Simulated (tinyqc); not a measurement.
Inside a calculation. Model: donor or exciton in a quantum well (variational effective-mass method). Computed by tinyqc, a small Python program that keeps every step. Command: `OMP_NUM_THREADS=1 python tinyqc.py 3024622 3024623 out.jsonl welldonor walk`. One thread of a shared host (Intel(R) Xeon(R) Processor @ 2.30GHz), about 0.1 s of CPU time with the checks. Intermediate numbers are printed to about 6 digits and carried at full precision; extremes and crossings named in words are read from the listed rows.

H = -nabla^2 - 2/|r - r_i| + V(z) in effective units; trial function psi = f(z) exp(-|r - r_i|/lambda), f the ground state of the well. Mass and screening are the same in well and barrier; l = L/a* is the width in effective units. Bands are flat: no polarisation or applied field.

Inputs (values chosen for the exercise, modelled on CdS):
```
quantity                              value  unit
electron mass m                       0.207   m_0
dielectric constant eps                   9     -
well width L                            4.2    nm
trial radius lambda                    0.48    a*
donor position z_i/L from the centre    0.5     -
barrier height V_0                     0.26    eV
```

Centre: donor. Barriers: finite.

Constants: Ry = 13.605693123 eV; a_0 = 0.529177210903 angstrom.

## Effective units

Ry* = Ry m/eps^2, a* = a_0 eps/m; l = L/a*.

mass used = 0.207 m_0

Ry* = 34.7701 meV

a* = 2.30077 nm

l = 1.82548

## The subband

k solves k tan(k l/2) = sqrt(v - k^2), v = V_0/Ry*, 0 < k l/2 < pi/2 (bisection); f = cos(k z) inside and cos(k l/2) exp(-kappa (|z| - l/2)) outside, kappa = sqrt(v - k^2); subband energy k^2 Ry*.

k = 1.21607 1/a*

subband energy = 51.4186 meV

kappa = 2.44926 1/a*

## Binding at the trial radius

Binding E_b(lambda) = -1/lambda^2 + 4 A/(lambda B), with A = int f^2 exp(-2 s/lambda) dz, B = int f^2 exp(-2 s/lambda)(1 + 2 s/lambda) dz and s = |z - z_i|; 40 Gauss-Legendre points on each piece between the walls at z = -l/2 and l/2 and z_i, and out to 12/(kappa + 1/lambda) beyond the walls.

A = 0.129331 a*

B = 0.294820 a*

E_b(lambda) = -0.684617 Ry*

## Best radius

Golden-section search for the maximum over lambda from 0.3 to 4, 40 steps.

best lambda = 1.34039 a*

binding in Ry* = 0.991991

binding energy = 34.4916 meV

radius lambda a* = 3.08392 nm

Confinement changes the binding by a factor 0.992 against the bulk value (with finite barriers it peaks in a narrow well and returns to 1 as L tends to 0, and away from the walls of a wide well it tends to 1).

## Binding against well width

Each row maximises over lambda (golden section, 0.3 to 4).

Against width:
```
L (nm)  lambda (a*)  binding (Ry*)  binding (meV)
0.63        0.94794        1.58813        55.2193
1.30        0.98680        1.59839        55.5763
2.30        1.11263        1.34848        46.8868
4.20        1.34039        0.99199        34.4916
7.60        1.60178        0.69774        24.2606
13.00       1.74950        0.51222        17.8100
```

The binding peaks at 1.598 Ry* near L = 1.3 nm: in narrower wells the envelope leaks into the barriers and returns towards three dimensions. In the widest well it is 0.512 Ry*; below 1 because the donor is on the wall, where the envelope is small. Rows under about 2 nm are a few atomic layers, where the envelope model is only a guide.

## Binding against position

The formulas are those given above.

Against position:
```
z_i/L  lambda (a*)  binding (Ry*)  binding (meV)
0.0        0.98914        1.59787        55.5580
0.1        0.99488        1.56860        54.5405
0.2        1.01602        1.48175        51.5204
0.3        1.06592        1.34256        46.6810
0.4        1.16836        1.16812        40.6157
0.5        1.34039        0.99199        34.4916
```

From the centre to the wall the binding falls from 55.558 to 34.492 meV, 62 % of the centre value, since the walls keep the electron away from an off-centre ion; uniform doping thus gives a band of levels 21.066 meV wide, with a peak in its density at the centre value, where the slope vanishes.

Checks made by the program: the wide-well limit, 1 Ry* (relative difference 3e-03).
